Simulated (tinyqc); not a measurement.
Worked calculation: ROHF in the 3-21g basis, for H2-, spin multiplicity 2. The basis has no diffuse functions, so it cannot describe the extra electron: this is an exercise in the method, not the real anion. One step of it, computed by the program tinyqc.

Task: Iteration 2: DIIS coefficients. Solve [B -1; -1 0][c; lambda] = [0; -1] for the coefficients, which sum to one.

B (overlaps of the stored error matrices):
```
               1              2
1  2.6072254e+00  2.3422814e-01
2  2.3422814e-01  1.0039449e-01
```

Give: DIIS coefficients.

Result:

DIIS coefficients: -0.060  1.060
